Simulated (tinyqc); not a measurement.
Worked calculation: one-electron ion in a basis of Gaussians. Computed by tinyqc, a small Python program that keeps every step. Settings: Z = 6, l = 0. Command: `OMP_NUM_THREADS=1 python tinyqc.py 25482 25483 out.jsonl` (the two numbers bound the seeds that draw the settings). One thread of a shared host (Intel(R) Xeon(R) Processor @ 2.60GHz), about 0.01 s of CPU time with the checks.

## Matrices over normalised Gaussians

exponents of r^l exp(-a r^2) (1/bohr^2): 3.355000  10.850000  35.100000  113.500000

Z = 6

l = 0

With p = a_i + a_j and I(k) = Gamma((k+1)/2) / (2 p^((k+1)/2)): S = I(2l+2), T = (2l+3) a_i a_j S / p, V = -Z I(2l+1), each divided by sqrt(S_ii S_jj).

S, lower triangle:
```
          1         2         3         4
1  1.000000
2  0.782933  1.000000
3  0.424000  0.782833  1.000000
4  0.193015  0.424029  0.782968  1.000000
```

T (hartree), lower triangle:
```
          1          2          3           4
1  5.032500
2  6.019038  16.275000
3  3.895234  19.464442  52.650000
4  1.886916  12.597854  62.972283  170.250000
```

V (hartree), lower triangle:
```
            1           2           3            4
1  -17.537495
2  -19.977989  -31.538147
3  -17.801156  -35.926791  -56.725047
4  -14.126035  -32.012878  -64.618925  -102.004478
```

## Generalised eigenproblem

H = T + V (hartree), lower triangle:
```
            1           2          3          4
1  -12.504995
2  -13.958950  -15.263147
3  -13.905922  -16.462349  -4.075047
4  -12.239119  -19.415023  -1.646642  68.245522
```

Solve H C = S C e through S^(-1/2); each column has its largest component positive (the first on a tie).

eigenvalues of S: 0.047526  0.245452  0.976626  2.730396

eigenvalues (hartree): -17.881446  -0.160591  45.329932  224.688472

coefficients:
```
          1          2          3          4
1  0.340194   1.557298  -0.967067   0.439393
2  0.536729  -1.311309   2.371461  -1.396884
3  0.177346   0.003573  -1.886555   2.448103
4  0.083012  -0.092867   0.055122  -1.910834
```

For Z = 6 and l = 0 the exact lowest level is -Z^2/(2 n^2) with n = l + 1: -18.000000 hartree.
